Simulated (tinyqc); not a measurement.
From results to parameters: Luttinger model of the valence bands. Computed by the program tinyqc.

Problem. In the four-band Luttinger model 1/m = g1 -/+ 2 g2 along [100] and g1 -/+ 2 g3 along [111]. Find g1, g2, g3 and the light hole mass along [111].

heavy and light hole masses along [100] (electron masses): 0.198807  0.133156
heavy hole mass along [111] = 0.327869 electron masses

Solution. The mean of the two inverse masses along [100] is g1 and a quarter of their difference is g2; g3 = (g1 - 1/m_hh[111])/2.

g1, g2, g3: 6.270  0.620  1.610
light hole mass along [111] = 0.1054 electron masses
